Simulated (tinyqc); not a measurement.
## Gate sheet resistance from two finger widths

Problem. At low frequency R = Rsh Wf/(3 L) + B/Wf, where B collects the channel and vertical terms. Find Rsh, B and the width of lowest R.

Inputs (values chosen for the exercise):
- L = 0.095 um (channel length)

input resistance of single fingers, contacted at one end, of width 1.5 and 6.2 um (ohm): [168.42105, 307.00057]

Answer. R Wf is a straight line in Wf^2; the minimum of R lies where both terms are equal.

Rsh = 13.00 ohm/square
B = 150.0 ohm um
width of lowest R = 1.813 um

Computed by the program tinyqc: `OMP_NUM_THREADS=1 python tinyqc.py 2262084 2262085 out.jsonl`, one thread of a shared Intel Xeon 2.30GHz, about 0.01 s for the whole run.
